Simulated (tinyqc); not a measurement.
Worked calculation: configuration-coordinate model of a defect: Huang-Rhys factor and luminescence line shape. Computed by tinyqc, a small Python program that keeps every step. Command: `OMP_NUM_THREADS=1 python tinyqc.py 3007268 3007269 out.jsonl ccline walk`. One thread of a shared host (Intel(R) Xeon(R) Processor @ 2.30GHz), about 0.01 s of CPU time with the checks. Intermediate numbers are printed to about 7 digits and carried at full precision; extremes and crossings named in words are read from the listed rows.

Ground state E_g(Q) = (1/2) omega_g^2 Q^2; excited state E_e(Q) = E_0 + (1/2) omega_e^2 (Q - dQ)^2 with omega_e = omega_g and E_0 = E_ZPL. Q is mass-weighted; the dipole does not depend on Q (Condon approximation).

Inputs (values chosen for the exercise, for a model defect in a wide-gap host):
```
quantity,value,unit
zero-phonon energy E_ZPL,1.8,eV
displacement dQ,0.413,u^(1/2) angstrom
ground-state phonon hbar omega_g,39.1,meV
temperature T,50,K
refractive index n_r,2.37,-
transition dipole mu,0.71,e angstrom
quenching prefactor nu_0,2e+12,1/s
```

Modes: equal frequencies in both states.

Constants: hbar^2/u = 4.18015928e-03 eV angstrom^2; k_B = 8.617333262e-05 eV/K; hbar = 6.582119569e-16 eV s; e = 1.602176634e-19 C; eps_0 = 8.8541878128e-12 F/m; hbar = 1.054571817e-34 J s; c = 299792458 m/s.

## Huang-Rhys factors and vertical energies

S = hbar omega dQ^2/(2 hbar^2/u) for each state; relaxation energy S hbar omega; absorption at E_0 + S_e hbar omega_e, emission at E_0 - S_g hbar omega_g; the Stokes shift is their difference.

S_g = 0.7977265

S_e = 0.7977265

relaxation energy, ground state = 0.03119111 eV

relaxation energy, excited state = 0.03119111 eV

vertical absorption energy = 1.831191 eV

vertical emission energy = 1.768809 eV

Stokes shift = 0.06238221 eV

The coupling is weak: at low temperature the zero-phonon line is the strongest line.

## Emission lines at zero temperature

From the lowest excited level the line to ground level n lies at E_ZPL - n hbar omega_g with Franck-Condon weight exp(-S) S^n/n!; the emitted intensity carries a further factor E^3. S = S_g; up to eleven lines, of positive energy only, from n = max(0, integer part of S - 5).

Lines:
```
n,energy (eV),weight,intensity / largest
0,1.8000,4.503517e-01,1.000000e+00
1,1.7609,3.592575e-01,7.468624e-01
2,1.7218,1.432946e-01,2.784894e-01
3,1.6827,3.810330e-02,6.912154e-02
4,1.6436,7.599004e-03,1.284623e-02
5,1.6045,1.212385e-03,1.906736e-03
6,1.5654,1.611920e-04,2.354237e-04
7,1.5263,1.836959e-05,2.486852e-05
8,1.4872,1.831739e-06,2.294047e-06
9,1.4481,1.623585e-07,1.877161e-07
10,1.4090,1.295177e-08,1.379408e-08
```

The weight peaks at n = 0 and the intensity at n = 0.

## Band at temperature T

Overlaps <m_e|n_g> of harmonic-oscillator functions (Hermite recursion, positive leading coefficients) by a sum over an even grid (700 points from x = -9 to 9 + d for the small table, 1500 points from -16 to 16 + d for the thermal sums), with x = Q sqrt(omega_g/hbar), d = sqrt(2 S_g) and frequency ratio omega_e/omega_g. Initial levels m = 0..24 carry Boltzmann weights exp(-m hbar omega_e/k_B T), normalised; final levels n = 0..79; a line lies at E_ZPL + m hbar omega_e - n hbar omega_g with weight w_m <m|n>^2. Moments are taken over these weights without the E^3 factor; FWHM = 2 sqrt(2 ln 2) x standard deviation; the zero-phonon weight is the sum of w_m <m|m>^2.

mean emission energy = 1.768809 eV

FWHM from the second moment = 0.08224533 eV

zero-phonon weight = 0.4503022

skewness = -1.119241

Caution: for small S the spectrum is a set of resolved lines, and a Gaussian width has little meaning.

## Crossing, radiative lifetime and thermal quenching

The curves cross at the root Q_c nearest dQ; the barrier is (1/2) omega_e^2 (Q_c - dQ)^2, with (1/2) omega^2 = (hbar omega)^2/(2 hbar^2/u). k_r = n_r omega^3 mu^2/(3 pi eps_0 hbar c^3) at the vertical emission energy, without local-field correction; k_nr = nu_0 exp(-barrier/k_B T) (Mott-Seitz); yield = k_r/(k_r + k_nr); T_1/2 = barrier/(k_B ln(nu_0/k_r)).

Q_c = 12.12336 u^(1/2) angstrom

classical barrier = 25.07674 eV

radiative lifetime = 39.84069 ns

luminescence yield = 1

quenching temperature T_1/2 = 25784.94 K

The barrier is so high that this route does not halve the yield below 1000 K. Caution: the curves cross far outside the range of the harmonic model, so the barrier and T_1/2 have no quantitative meaning.

## Width and zero-phonon weight against temperature

For comparison: FWHM(0) sqrt(coth(hbar omega_e/2 k_B T)) with FWHM(0) from the first row, and exp(-S_g coth(hbar omega_e/2 k_B T)).

Against temperature:
```
T (K),mean energy (eV),FWHM (eV),coth law (eV),zero-phonon weight,exp(-S coth)
23,1.768809,0.0822359,0.0822359,0.4503517,0.4503517
68,1.768809,0.0823400,0.0823400,0.4498053,0.4494424
140,1.768809,0.0855189,0.0855189,0.4334825,0.4220247
230,1.768809,0.0945918,0.0945918,0.3908488,0.3480356
360,1.768809,0.1100711,0.1100711,0.3314019,0.2395127
540,1.768809,0.1305107,0.1305107,0.2747377,0.1340960
770,1.768809,0.1536660,0.1536665,0.2313071,0.0617037
```

The width grows by a factor 1.87, flat while k_B T is well below hbar omega and as sqrt(T) above; for equal frequencies the coth law is exact. The mean energy stays fixed, as it must for equal frequencies. The zero-phonon weight goes from 0.450 to 0.231; the single exponential assumes equal frequencies, leaves out lines that absorb and emit the same number of phonons, and falls to 0.0617.

Checks made by the program: grid overlaps at equal frequencies against the Poisson weights (relative difference below 1e-10); width at T against the coth law (relative difference below 1e-10).
